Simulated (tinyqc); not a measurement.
Inside a calculation. Method: CIS on RHF in the sto-3g basis, frozen core, for BeH2, spin multiplicity 1. Computed by tinyqc, a small Python program that keeps every step (integrals from PySCF). Settings: charge = 0, multiplicity = 1, basis = sto-3g, method = RHF, frozen orbitals = 1, energy threshold = 1e-10, iteration cap = 67, orthogonalisation = symmetric, start = core, DIIS depth = 6. Command: `OMP_NUM_THREADS=1 python tinyqc.py 25293 25294 out.jsonl` (the two numbers bound the seeds that draw the settings). One thread of a shared host (Intel(R) Xeon(R) Processor @ 2.60GHz), about 0.08 s of CPU time with the checks. The early iterations of the SCF are left out here.

## One-electron integrals

Geometry (angstrom):
```
atom         x          y         z
Be    0.000000   0.000000  0.000000
H     0.000000   1.469000  0.000000
H     0.000000  -1.469000  0.000000
```

Basis sto-3g: exponents (1/bohr^2) and contraction coefficients of normalised primitives:
```
element  l (shell)   exponent  coefficient
Be           s (1)  30.167871     0.154329
Be           s (1)   5.495115     0.535328
Be           s (1)   1.487193     0.444635
Be           s (2)   1.314833    -0.099967
Be           s (2)   0.305539     0.399513
Be           s (2)   0.099371     0.700115
Be           p (3)   1.314833     0.155916
Be           p (3)   0.305539     0.607684
Be           p (3)   0.099371     0.391957
H            s (1)   3.425251     0.154329
H            s (1)   0.623914     0.535328
H            s (1)   0.168855     0.444635
```

Overlap, kinetic and nuclear-attraction integrals over the contracted functions; the nuclear repulsion is the sum of Za Zb / Rab.

nuclear repulsion = 3.06195119 hartree

overlap S, lower triangle:
```
           1Be 1s    1Be 2s   1Be 2px    1Be 2py   1Be 2pz     2H 1s     3H 1s
1Be 1s   1.000000
1Be 2s   0.259517  1.000000
1Be 2px  0.000000  0.000000  1.000000
1Be 2py  0.000000  0.000000  0.000000   1.000000
1Be 2pz  0.000000  0.000000  0.000000   0.000000  1.000000
2H 1s    0.052316  0.408864  0.000000   0.486977  0.000000  1.000000
3H 1s    0.052316  0.408864  0.000000  -0.486977  0.000000  0.020799  1.000000
```

kinetic energy T (hartree), lower triangle:
```
            1Be 1s    1Be 2s   1Be 2px    1Be 2py   1Be 2pz      2H 1s     3H 1s
1Be 1s    6.693975
1Be 2s   -0.033012  0.211111
1Be 2px   0.000000  0.000000  0.660592
1Be 2py   0.000000  0.000000  0.000000   0.660592
1Be 2pz   0.000000  0.000000  0.000000   0.000000  0.660592
2H 1s    -0.014005  0.050675  0.000000   0.152879  0.000000   0.760032
3H 1s    -0.014005  0.050675  0.000000  -0.152879  0.000000  -0.007167  0.760032
```

nuclear attraction V (hartree), lower triangle:
```
             1Be 1s     1Be 2s    1Be 2px    1Be 2py    1Be 2pz      2H 1s      3H 1s
1Be 1s   -15.281551
1Be 2s    -2.086217  -3.001179
1Be 2px    0.000000   0.000000  -2.914790
1Be 2py    0.000000   0.000000   0.000000  -3.118861
1Be 2pz    0.000000   0.000000   0.000000   0.000000  -2.914790
2H 1s     -0.418819  -1.153763   0.000000  -1.340945   0.000000  -2.840985
3H 1s     -0.418819  -1.153763   0.000000   1.340945   0.000000  -0.069536  -2.840985
```

core Hamiltonian H = T + V (hartree), lower triangle:
```
            1Be 1s     1Be 2s    1Be 2px    1Be 2py    1Be 2pz      2H 1s      3H 1s
1Be 1s   -8.587576
1Be 2s   -2.119229  -2.790068
1Be 2px   0.000000   0.000000  -2.254198
1Be 2py   0.000000   0.000000   0.000000  -2.458269
1Be 2pz   0.000000   0.000000   0.000000   0.000000  -2.254198
2H 1s    -0.432825  -1.103088   0.000000  -1.188066   0.000000  -2.080953
3H 1s    -0.432825  -1.103088   0.000000   1.188066   0.000000  -0.076704  -2.080953
```

## Two-electron integrals

Functions are numbered as in S; the eight-fold symmetry (ij|kl) = (ji|kl) = (kl|ij) leaves the list below.

Two-electron integrals (ij|kl) in chemists' order, unique and non-zero (hartree):
```
(11|11) 2.298831    (21|11) 0.392036    (21|21) 0.079539    (22|11) 0.570988
(22|21) 0.143041    (22|22) 0.417683    (31|31) 0.014607    (32|31) 0.021888
(32|32) 0.092265    (33|11) 0.569578    (33|21) 0.143083    (33|22) 0.417589
(33|33) 0.449859    (41|41) 0.014607    (42|41) 0.021888    (42|42) 0.092265
(43|43) 0.024249    (44|11) 0.569578    (44|21) 0.143083    (44|22) 0.417589
(44|33) 0.401360    (44|44) 0.449859    (51|51) 0.014607    (52|51) 0.021888
(52|52) 0.092265    (53|53) 0.024249    (54|54) 0.024249    (55|11) 0.569578
(55|21) 0.143083    (55|22) 0.417589    (55|33) 0.401360    (55|44) 0.401360
(55|55) 0.449859    (61|11) 0.078062    (61|21) 0.015829    (61|22) 0.028708
(61|33) 0.028504    (61|41) 0.001401    (61|42) 0.002643    (61|44) 0.029129
(61|55) 0.028504    (61|61) 0.003304    (62|11) 0.191217    (62|21) 0.048613
(62|22) 0.154878    (62|33) 0.148984    (62|41) 0.006364    (62|42) 0.039189
(62|44) 0.166527    (62|55) 0.148984    (62|61) 0.010704    (62|62) 0.085812
(63|31) 0.004440    (63|32) 0.020840    (63|43) 0.006768    (63|63) 0.007839
(64|11) 0.205861    (64|21) 0.052972    (64|22) 0.176962    (64|33) 0.166475
(64|41) 0.010328    (64|42) 0.060946    (64|44) 0.197757    (64|55) 0.166475
(64|61) 0.012183    (64|62) 0.111473    (64|64) 0.149440    (65|51) 0.004440
(65|52) 0.020840    (65|54) 0.006768    (65|65) 0.007839    (66|11) 0.358242
(66|21) 0.092709    (66|22) 0.331144    (66|33) 0.307181    (66|41) 0.014167
(66|42) 0.112872    (66|44) 0.378802    (66|55) 0.307181    (66|61) 0.020931
(66|62) 0.233477    (66|64) 0.321879    (66|66) 0.774606    (71|11) 0.078062
(71|21) 0.015829    (71|22) 0.028708    (71|33) 0.028504    (71|41) -0.001401
(71|42) -0.002643   (71|44) 0.029129    (71|55) 0.028504    (71|61) 0.003017
(71|62) 0.009031    (71|64) 0.009491    (71|66) 0.017025    (71|71) 0.003304
(72|11) 0.191217    (72|21) 0.048613    (72|22) 0.154878    (72|33) 0.148984
(72|41) -0.006364   (72|42) -0.039189   (72|44) 0.166527    (72|55) 0.148984
(72|61) 0.009031    (72|62) 0.044251    (72|64) 0.046241    (72|66) 0.088720
(72|71) 0.010704    (72|72) 0.085812    (73|31) 0.004440    (73|32) 0.020840
(73|43) -0.006768   (73|63) 0.003182    (73|73) 0.007839    (74|11) -0.205861
(74|21) -0.052972   (74|22) -0.176962   (74|33) -0.166475   (74|41) 0.010328
(74|42) 0.060946    (74|44) -0.197757   (74|55) -0.166475   (74|61) -0.009491
(74|62) -0.046241   (74|64) -0.046710   (74|66) -0.091853   (74|71) -0.012183
(74|72) -0.111473   (74|74) 0.149440    (75|51) 0.004440    (75|52) 0.020840
(75|54) -0.006768   (75|65) 0.003182    (75|75) 0.007839    (76|11) 0.012975
(76|21) 0.003211    (76|22) 0.009082    (76|33) 0.008948    (76|44) 0.009346
(76|55) 0.008948    (76|61) 0.000647    (76|62) 0.003456    (76|64) 0.004008
(76|66) 0.007583    (76|71) 0.000647    (76|72) 0.003456    (76|74) -0.004008
(76|76) 0.000201    (77|11) 0.358242    (77|21) 0.092709    (77|22) 0.331144
(77|33) 0.307181    (77|41) -0.014167   (77|42) -0.112872   (77|44) 0.378802
(77|55) 0.307181    (77|61) 0.017025    (77|62) 0.088720    (77|64) 0.091853
(77|66) 0.180101    (77|71) 0.020931    (77|72) 0.233477    (77|74) -0.321879
(77|76) 0.007583    (77|77) 0.774606
```

## Orthogonalisation

S = U s U^T; symmetric (Loewdin) form X = U s^(-1/2) U^T, so that X^T S X = 1.

eigenvalues of S: 0.300832  0.399991  0.948433  1.000000  1.000000  1.672375  1.678369

X, lower triangle:
```
            1Be 1s     1Be 2s   1Be 2px    1Be 2py   1Be 2pz      2H 1s     3H 1s
1Be 1s    1.028569
1Be 2s   -0.152318   1.199284
1Be 2px   0.000000   0.000000  1.000000
1Be 2py   0.000000   0.000000  0.000000   1.289617
1Be 2pz   0.000000   0.000000  0.000000   0.000000  1.000000
2H 1s     0.020463  -0.263499  0.000000  -0.371657  0.000000   1.229446
3H 1s     0.020463  -0.263499  0.000000   0.371657  0.000000  -0.076044  1.229446
```

## Iteration 7 (converged): orbitals

converged F (hartree), lower triangle:
```
            1Be 1s     1Be 2s   1Be 2px    1Be 2py   1Be 2pz      2H 1s      3H 1s
1Be 1s   -4.523733
1Be 2s   -1.288707  -0.609173
1Be 2px   0.000000   0.000000  0.213758
1Be 2py   0.000000   0.000000  0.000000  -0.183405
1Be 2pz   0.000000   0.000000  0.000000   0.000000  0.213758
2H 1s    -0.268162  -0.369792  0.000000  -0.316756  0.000000  -0.263570
3H 1s    -0.268162  -0.369792  0.000000   0.316756  0.000000  -0.026482  -0.263570
```

Diagonalise F' = X^T F X, C = X C', fill 3 alpha and 3 beta electrons from the bottom; D = 2 C_occ C_occ^T. Each column has its largest component positive (the first on a tie).

F' = X^T F X (hartree), lower triangle:
```
           1          2         3          4         5          6         7
1  -4.414443
2  -0.697243  -0.126190
3   0.000000   0.000000  0.213758
4   0.000000   0.000000  0.000000   0.236757
5   0.000000   0.000000  0.000000   0.000000  0.213758
6  -0.022622  -0.301455  0.000000  -0.417851  0.000000   0.068897
7  -0.022622  -0.301455  0.000000   0.417851  0.000000  -0.091117  0.068897
```

orbital energies (hartree): MO1 -4.527127, MO2 -0.433826, MO3 -0.393790, MO4 0.213758, MO5 0.213758, MO6 0.398100, MO7 0.790561

coefficients C:
```
               MO1        MO2        MO3        MO4       MO5        MO6        MO7
1Be 1s    0.991802  -0.216044   0.000000   0.000000  0.000000  -0.227256   0.000000
1Be 2s    0.031554   0.587394   0.000000   0.000000  0.000000   1.119964   0.000000
1Be 2px   0.000000   0.000000   0.000000  -0.569518  0.821979   0.000000   0.000000
1Be 2py   0.000000   0.000000   0.498349   0.000000  0.000000   0.000000   1.300391
1Be 2pz   0.000000   0.000000   0.000000   0.821979  0.569518   0.000000   0.000000
2H 1s    -0.003619   0.392630   0.419417   0.000000  0.000000  -0.762133  -0.902425
3H 1s    -0.003619   0.392630  -0.419417   0.000000  0.000000  -0.762133   0.902425
```

D after iteration 7, lower triangle:
```
            1Be 1s    1Be 2s   1Be 2px    1Be 2py   1Be 2pz      2H 1s     3H 1s
1Be 1s    2.060695
1Be 2s   -0.191215  0.692054
1Be 2px   0.000000  0.000000  0.000000
1Be 2py   0.000000  0.000000  0.000000   0.496703
1Be 2pz   0.000000  0.000000  0.000000   0.000000  0.000000
2H 1s    -0.176830  0.461028  0.000000   0.418032  0.000000   0.660164
3H 1s    -0.176830  0.461028  0.000000  -0.418032  0.000000  -0.043479  0.660164
```

Within a degenerate level the vectors are fixed only up to a rotation; this is one choice.

## Convergence

Stop when the energy changes by less than 1e-10 hartree and every element of the error matrix X^T (F D S - S D F) X is below 3e-06.

Course of the cycle:
```
iteration   E (hartree)     change  largest element of the error matrix
1          -14.92187476          -                             5.63e-01
2          -15.53744029  -6.16e-01                             4.15e-02
3          -15.53946629  -2.03e-03                             1.74e-03
4          -15.53947405  -7.77e-06                             3.23e-04
5          -15.53947435  -2.94e-07                             1.03e-05
6          -15.53947435  -1.76e-10                             1.59e-09
7          -15.53947435  -7.11e-15                             7.55e-10
```

PySCF RHF in the same basis = -15.53947435 hartree

Converged in 7 iterations.

## Integrals over molecular orbitals

(pq|rs) = sum C_ip C_jq C_kr C_ls (ij|kl), one index at a time.

one-electron integrals over orbitals h = C^T H C (hartree), lower triangle:
```
           1          2          3          4          5          6          7
1  -8.576120
2   0.213923  -2.361611
3   0.000000   0.000000  -2.308953
4   0.000000   0.000000   0.000000  -2.254198
5   0.000000   0.000000   0.000000   0.000000  -2.254198
6   0.201887  -0.217912   0.000000   0.000000   0.000000  -1.904562
7   0.000000   0.000000  -0.303248   0.000000   0.000000   0.000000  -1.844573
```

Two-electron integrals over orbitals (pq|rs), unique and non-zero (hartree); the lowest 1 orbital is frozen and left out:
```
(22|22) 0.383661    (32|32) 0.161255    (33|22) 0.396237    (33|33) 0.419561
(42|42) 0.048077    (43|43) 0.013319    (44|22) 0.359587    (44|33) 0.343787
(44|44) 0.449859    (52|52) 0.048077    (53|53) 0.013319    (54|54) 0.024249
(55|22) 0.359587    (55|33) 0.343787    (55|44) 0.401360    (55|55) 0.449859
(62|22) -0.018434   (62|33) -0.043159   (62|44) 0.061699    (62|55) 0.061699
(62|62) 0.080888    (63|32) -0.092806   (63|63) 0.085258    (64|42) 0.046940
(64|64) 0.050069    (65|52) 0.046940    (65|65) 0.050069    (66|22) 0.384398
(66|33) 0.395498    (66|44) 0.358698    (66|55) 0.358698    (66|62) -0.030115
(66|66) 0.400608    (72|32) -0.041045   (72|63) 0.061959    (72|72) 0.056968
(73|22) -0.001482   (73|33) -0.018457   (73|44) 0.066201    (73|55) 0.066201
(73|62) 0.076451    (73|66) -0.022312   (73|73) 0.085271    (74|43) 0.013485
(74|74) 0.016823    (75|53) 0.013485    (75|75) 0.016823    (76|32) 0.141104
(76|63) -0.092776   (76|72) -0.050588   (76|76) 0.138256    (77|22) 0.411208
(77|33) 0.428515    (77|44) 0.383016    (77|55) 0.383016    (77|62) -0.025525
(77|66) 0.420572    (77|73) -0.001704   (77|77) 0.467824
```

## CIS matrix, singlets

A(ia,jb) = (e_a - e_i) d_ij d_ab + 2 (ia|jb) - (ij|ab).

CIS matrix A, singlet (hartree), lower triangle:
```
          2>4       2>5       2>6        2>7       3>4       3>5       3>6       3>7
2>4  0.384152
2>5  0.000000  0.384152
2>6  0.000000  0.000000  0.609304
2>7  0.000000  0.000000  0.000000   0.927115
3>4  0.000000  0.000000  0.000000   0.000000  0.290399
3>5  0.000000  0.000000  0.000000   0.000000  0.000000  0.290399
3>6  0.000000  0.000000  0.000000  -0.017186  0.000000  0.000000  0.566908
3>7  0.000000  0.000000  0.011798   0.000000  0.000000  0.000000  0.000000  0.926379
```

## CIS singlet states

dipole integrals <i|r|a> (bohr):
```
             x          y         z
2>4  -0.549612   0.000000  0.793247
2>5   0.793247   0.000000  0.549612
2>6   0.000000   0.000000  0.000000
2>7   0.000000  -0.656101  0.000000
3>4   0.000000   0.000000  0.000000
3>5   0.000000   0.000000  0.000000
3>6   0.000000  -1.258146  0.000000
3>7   0.000000   0.000000  0.000000
```

Diagonalise A (1 hartree = 27.211386 eV); each vector has its largest component positive (the first on a tie). The transition dipole is mu = sqrt2 sum c_ia <i|r|a>.

singlet excitation energies (eV): 7.902155  7.902155  10.453297  10.453297  15.404097  16.568086  25.219977  25.250349

lowest vectors:
```
       state 1   state 2   state 3   state 4   state 5    state 6
2>4   0.000000  0.000000  1.000000  0.000000  0.000000   0.000000
2>5   0.000000  0.000000  0.000000  1.000000  0.000000   0.000000
2>6   0.000000  0.000000  0.000000  0.000000  0.000000   0.999310
2>7   0.000000  0.000000  0.000000  0.000000  0.047550   0.000000
3>4   0.998357  0.057307  0.000000  0.000000  0.000000   0.000000
3>5  -0.057307  0.998357  0.000000  0.000000  0.000000   0.000000
3>6   0.000000  0.000000  0.000000  0.000000  0.998869   0.000000
3>7   0.000000  0.000000  0.000000  0.000000  0.000000  -0.037131
```

oscillator strengths 2/3 w |mu|^2: 0.000000  0.000000  0.477021  0.477021  1.251995  0.000000

Within a degenerate level the vectors are fixed only up to a rotation; this is one choice.

## CIS matrix, triplets

A(ia,jb) = (e_a - e_i) d_ij d_ab - (ij|ab).

CIS matrix A, triplet (hartree), lower triangle:
```
          2>4       2>5        2>6        2>7       3>4       3>5       3>6       3>7
2>4  0.287998
2>5  0.000000  0.287998
2>6  0.000000  0.000000   0.447528
2>7  0.000000  0.000000   0.000000   0.813179
3>4  0.000000  0.000000   0.000000   0.000000  0.263761
3>5  0.000000  0.000000   0.000000   0.000000  0.000000  0.263761
3>6  0.000000  0.000000   0.000000  -0.141104  0.000000  0.000000  0.396392
3>7  0.000000  0.000000  -0.141104   0.000000  0.000000  0.000000  0.000000  0.755836
```

## CIS triplet states

Diagonalise A (1 hartree = 27.211386 eV); each vector has its largest component positive (the first on a tie).

triplet excitation energies (eV): 7.177307  7.177307  7.836813  7.836813  9.608730  10.685888  22.059311  23.305371

lowest vectors:
```
       state 1   state 2    state 3   state 4   state 5   state 6
2>4   0.000000  0.000000   1.000000  0.000222  0.000000  0.000000
2>5   0.000000  0.000000  -0.000222  1.000000  0.000000  0.000000
2>6   0.000000  0.000000   0.000000  0.000000  0.000000  0.932105
2>7   0.000000  0.000000   0.000000  0.000000  0.293223  0.000000
3>4   0.998194  0.060077   0.000000  0.000000  0.000000  0.000000
3>5  -0.060077  0.998194   0.000000  0.000000  0.000000  0.000000
3>6   0.000000  0.000000   0.000000  0.000000  0.956044  0.000000
3>7   0.000000  0.000000   0.000000  0.000000  0.000000  0.362188
```

Within a degenerate level the vectors are fixed only up to a rotation; this is one choice.
